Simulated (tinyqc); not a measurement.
# Barrier and mass from two Fowler-Nordheim currents

Inverse problem. Fowler-Nordheim tunnelling through a dielectric follows J = A F^2 exp(-B/F), A = q^2 me/(16 pi^2 hbar m1 phi1) (A/V^2 with phi1 in volts), B = (4/3) sqrt(m1/C) phi1^1.5 (V/nm), C = hbar^2/(2 m0). Find B, A, phi1 and m1.

Parameters, values chosen for the exercise:
```
symbol,value,unit,meaning
me,0.56,m0,emitter mass in the supply function
```

Constants: q = 1.602176634e-19 C, hbar = 1.054571817e-34 J s, m0 = 9.1093837015e-31 kg, hbar^2/(2 m0) = 0.0380998212 eV nm^2. Results are converted to the units shown.

J at F = 0.64 and 1.32 V/nm (A/cm^2): 1.3354349e-9  1.3703967

Solution. The slope of ln(J/F^2) against 1/F is -B and the intercept gives A. A fixes the product m1 phi1, and B = (4/3) phi1 sqrt(m1 phi1/C) then gives phi1.

B = 24.0 V/nm
A = 6.10e-7 A/V^2
phi1 = 2.95 eV
m1 = 0.480 m0

Program tinyqc, `OMP_NUM_THREADS=1 python tinyqc.py 2540015 2540016 out.jsonl`; Intel Xeon 2.30GHz, shared host, one thread, about 0.04 s.
